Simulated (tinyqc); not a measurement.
Six-band hole subbands of a thin body in a field, step by step. Values are carried at full precision from step to step, so a last printed digit may differ when a step is redone from the rounded ones.

Constants: hbar^2/2m0 = 3.80998211 eV angstrom^2.

Parameters, chosen for this exercise (near those of a p-type Si channel; not measured data): S = (7.61, -2.1, 12.48) 1/TPa (compliances s11, s12, s44); sx = -0.5 GPa (stress along the channel [1-10], negative in compression); b = -2.11 eV (tetragonal potential); d = -4.8 eV (trigonal potential); g1 = 4.3 (Luttinger gamma1); g2 = 0.34 (gamma2); g3 = 1.45 (gamma3); face = 111 (surface); Dso = 0.043 eV (spin-orbit splitting); t = 80 angstrom (body thickness); F = 0.2 MV/cm (field across the body); kmax = 0.08 1/angstrom (end of the path).

## Strain and its block

exx = eyy = (s11 + s12) sx/2, ezz = s12 sx, exy = -s44 sx/4 (1 GPa/TPa = 1e-3). With e0 the traceless part, B_XX = 2b e0xx - b (e0yy + e0zz) and B_XY = sqrt(3) d exy.

strain, lower triangle:
```
           x          y         z
x  -0.001378
y   0.001560  -0.001378
z          0          0  0.001050
```

B (eV), lower triangle:
```
          X        Y         Z
X   0.00512
Y  -0.01297  0.00512
Z         0        0  -0.01024
```

## Confinement masses without spin-orbit coupling

C(n n^T)/c has C_XX = (g1 + 4 g2) nx^2 + (g1 - 2 g2)(ny^2 + nz^2) and C_XY = 6 g3 nx ny, n the unit normal; its eigenvalues are the inverse masses along n.

C(n n^T)/c, lower triangle:
```
        X       Y       Z
X  4.3000
Y  2.9000  4.3000
Z  2.9000  2.9000  4.3000
```

masses (m0): 0.7143  0.7143  0.0990

## The matrix for one sine at q = 0

Basis X, Y, Z times spin, hole energies counted downwards from the unstrained edge (the hydrostatic shift is left out), c = hbar^2/2m0. For a symmetric tensor T let C(T) have C_XX = L Txx + M (Tyy + Tzz), C_XY = N Txy (cyclic), L = c (g1 + 4 g2), M = c (g1 - 2 g2), N = 6 c g3. k = q + kz n, n the unit normal, q = k1 u + k2 v with u along the channel [1-10] and v = n x u. H = C(k k^T) + (Dso/3)(1 - L.sigma) - B + e F z with (L_k)_ij = -i epsilon_kij; B is the block C built from the traceless strain with 2b, -b and sqrt(3) d in place of L, M, N. Strain: exx = eyy = (s11 + s12) sx/2, ezz = s12 sx, exy = -s44 sx/4. Hard walls at z = 0 and t; basis sin(j pi z/t), j = 1 to Nz: kz^2 = (j pi/t)^2, kz = -i D with D_jl = 4 j l/(t (j^2 - l^2)), z_jj = t/2 and z_jl = -8 t j l/(pi (j^2 - l^2))^2 for j + l odd; 1 MV/cm = 0.01 eV/angstrom.

Nz = 1, in meV.

H (meV), lower triangle (Hermitian):
```
              X+       Y+      Z+            X-      Y-      Z-
X+        114.48
Y+  30.01-14.33i   114.48
Z+         17.04    17.04  129.84
X-             0        0   14.33        114.48
Y-             0        0  14.33i  30.01+14.33i  114.48
Z-        -14.33  -14.33i       0         17.04   17.04  129.84
```

## Its levels

Diagonalise; the levels come in pairs. Give each pair and its weights on X, Y, Z, summed over spin and averaged over the pair.

levels (meV): 77.60  111.38  169.81

weights:
```
   pair 1  pair 2  pair 3
X   0.459   0.222   0.318
Y   0.459   0.222   0.318
Z   0.081   0.556   0.363
```

## More sines

The four lowest pairs at q = 0.

Hole energies (meV):
```
Nz  pair 1  pair 2  pair 3  pair 4
1    77.60  111.38  169.81       -
2    58.79   94.28  121.59  153.93
4    54.58   90.64  103.80  138.99
8    54.50   90.57  103.48  138.70
16   54.50   90.57  103.48  138.70
```

One sine is 23.11 meV off in the top subband, since the field mixes the sines. The second pair lies 36.1 meV deeper.

## Dispersion of the top subband

Nz = 14; the two lowest levels (spin-split where the field breaks inversion), in meV from their value at q = 0.

Energies (meV):
```
|q| (1/angstrom)    u a    u b    v a    v b
0.020              9.14  10.05   2.32   2.72
0.040             29.89  31.59   7.64   8.09
0.060             47.11  50.44  14.53  14.83
0.080             64.78  68.56  23.26  23.44
```

From the mean of each pair in the first row, c q^2/E gives 0.16 m0 along u and 0.61 m0 along v. The largest distance between a and b in the table is 3.78 meV. These masses hold for the first row only: the band bends further out.

## Checks

- Top level at q = 0 on (001) without field and stress against c (g1 - 2 g2)(pi/t)^2, eV: both 0.02127.
- Hermiticity, and E(q) against E(-q): they agree to 1e-10 or better.

Program tinyqc; command `OMP_NUM_THREADS=1 python tinyqc.py 1281618 1281619 out.jsonl`; about 0.3 s on one thread of a shared Intel(R) Xeon(R) Processor @ 2.30GHz.
